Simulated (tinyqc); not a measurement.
The same layer on three faces: model-solid line-up of a strained alloy layer on a substrate.

All values of the alloy are linear in x but the gap, Eg(x) = (1 - x) Eg_A + x Eg_B - C x (1 - x), and the valence edge, Ev(x) = (1 - x) Ev_A + x Ev_B + fv C x (1 - x); Ec = Ev + Eg. Ev is the top of the unstrained valence band on a scale common to all materials. In the layer only the Gamma valley of the conduction band is followed, also where an X or L valley would lie lower.

Coherent growth: e_par = (a_s - a)/a. (001): e_perp = -2 (C12/C11) e_par; exx = eyy = e_par, ezz = e_perp, no shear. (111): e_perp = -(2 C11 + 4 C12 - 4 C44)/(C11 + 2 C12 + 4 C44) e_par; exx = eyy = ezz = (2 e_par + e_perp)/3 and exy = eyz = ezx = (e_perp - e_par)/3. (110): e_perp = -(C11 + 3 C12 - 2 C44)/(C11 + C12 + 2 C44) e_par; exx = eyy = (e_par + e_perp)/2, ezz = e_par, exy = (e_perp - e_par)/2, eyz = ezx = 0.

Strained edges: Ec + ac tr(e); the valence edges are Ev plus the levels of the 6 x 6 matrix of X, Y, Z times spin with -Dso/3 + l exx + m (eyy + ezz) on the diagonal (cyclic), n exy off it, l = av + 2 b, m = av - b, n = sqrt(3) d. Spin-orbit term (Dso/3) L.sigma on X, Y, Z with (L_k)_ij = -i epsilon_kij: <X+|H|Y+> = -i Dso/3, <X+|H|Z-> = Dso/3, <Y+|H|Z-> = -i Dso/3, <Z+|H|X-> = -Dso/3, <Z+|H|Y-> = i Dso/3, <X-|H|Y-> = i Dso/3, and their conjugates; + and - are the spin along z.

Values chosen for the exercise (A near AlAs, B near InAs, substrate near Ge; the results hold for these values, not for the real material): a = (5.665, 6.05) angstrom (lattice constant of A, B); Eg = (3.078, 0.423) eV (gap at Gamma to the s-like level of A, B); Dso = (0.277, 0.392) eV (spin-orbit splitting of A, B); Ev = (-1.34, -0.59) eV (top of the unstrained valence band of A, B); ac = (-5.6, -5.01) eV (conduction deformation potential of A, B); av = (2.49, 1.01) eV (valence hydrostatic potential of A, B); b = (-2.29, -1.78) eV (tetragonal shear potential of A, B); d = (-3.39, -3.64) eV (trigonal shear potential of A, B); C11 = (125.6, 83.7) GPa (of A, B); C12 = (53.9, 45.1) GPa (of A, B); C44 = (54, 39.5) GPa (of A, B); C = 0.758 eV (bowing of the gap); fv = 0.3 (share of the bowing taken by the valence edge); a_s = 5.654 angstrom (substrate); x = 0.14 (fraction of B).

Composition and substrate are kept.

Cases:
```
face
(001)
(111)
(110)
```

Rank the cases by gap (eV), lowest first.

Answer: (001), (110), (111).

Results:
```
face   e_perp (%)  tr(e) (%)  shift of Ec (meV)  shift of Ev (meV)  valence splitting (meV)  gap (eV)
(001)       0.998     -1.271               70.1               18.3                     77.6    2.6669
(111)       0.635     -1.635               90.2               -2.3                     60.8    2.7075
(110)       0.714     -1.556               85.8                2.3                     64.9    2.6986
```

The layer yields most along the normal on (001) and least on (111), so the volume change, and with it the shift of Ec, is largest on (111). The valence splitting, set by b on (001), by d on (111) and by both on (110), is largest on (001). The gaps span 41 meV, from (001) to (111).

tinyqc: `OMP_NUM_THREADS=1 python tinyqc.py 1081202 1081203 out.jsonl`; about 0.02 s, one thread, shared Intel(R) Xeon(R) Processor @ 2.30GHz.
